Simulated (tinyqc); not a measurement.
Energy against coordination: Tersoff bond-order potential. Computed by tinyqc, a small Python program. Command: `OMP_NUM_THREADS=1 python tinyqc.py 3020418 3020419 out.jsonl tersoff walk`. One thread of a shared host (Intel(R) Xeon(R) Processor @ 2.30GHz), about 0.01 s of CPU time with the checks.

E = (1/2) sum_(i, j != i) [A exp(-lambda r_ij) - b_ij B exp(-mu r_ij)], b_ij = (1 + (beta zeta_ij)^n)^(-1/(2n)), zeta_ij = sum_(k != i, j) g(theta_ijk), g = 1 + c^2/d^2 - c^2/(d^2 + (h - cos theta)^2), with theta at atom i. Only nearest neighbours count (cut-off function 1 for them, 0 beyond).

Inputs (values chosen for the exercise, modelled on germanium):

| quantity | value | unit |
|---|---|---|
| A | 1773.8 | eV |
| B | 411.34 | eV |
| lambda | 2.4451 | 1/angstrom |
| mu | 1.7047 | 1/angstrom |
| beta | 8.54e-07 | - |
| n | 0.7556 | - |
| c | 106000 | - |
| d | 15.59 | - |
| h | -0.4312 | - |

Method. Angles seen from one bond (cos theta: count): chain -1: 1; graphitic -1/2: 2; diamond -1/3: 3; square net 0: 2, -1: 1; simple cubic 0: 4, -1: 1; bcc 1/3: 3, -1/3: 3, -1: 1; fcc 1/2: 4, 0: 2, -1/2: 4, -1: 1. With z equal bonds of order b, r = ln(lambda A/(mu b B))/(lambda - mu) and E per atom = -(z/2) b B exp(-mu r)(1 - mu/lambda).

Relaxed structures:

| structure | z | zeta | b | r (angstrom) | E per atom (eV) | E per bond (eV) |
|---|---|---|---|---|---|---|
| dimer | 1 | 0 | 1.0000 | 2.4610 | -0.9383 | -1.8765 |
| chain | 2 | 6.1458e+04 | 0.9345 | 2.5526 | -1.5002 | -1.5002 |
| graphitic | 3 | 1.8026e+03 | 0.9951 | 2.4677 | -2.7693 | -1.8462 |
| diamond | 4 | 5.4681e+03 | 0.9887 | 2.4764 | -3.6147 | -1.8074 |
| square net | 4 | 1.3214e+05 | 0.8901 | 2.6183 | -2.5553 | -1.2776 |
| simple cubic | 6 | 2.0282e+05 | 0.8556 | 2.6717 | -3.3631 | -1.1210 |
| bcc | 8 | 3.9966e+05 | 0.7842 | 2.7893 | -3.3636 | -0.8409 |
| fcc | 12 | 7.9314e+05 | 0.6918 | 2.9586 | -3.3351 | -0.5559 |

What follows from these numbers?

The lowest are diamond, bcc and simple cubic, the first two 0.251 eV apart. The bond order falls from 1 to 0.692 and the bond weakens from -1.88 to -0.56 eV, as b^(lambda/(lambda - mu)) with exponent 3.30. With the same z = 4 the square net lies 1.06 eV above diamond, from its angles alone. Caution: in bcc and other dense structures second neighbours can fall inside the usual cut-off; they are left out here.

Extremes, crossings and ranges named in words are read from the listed rows.
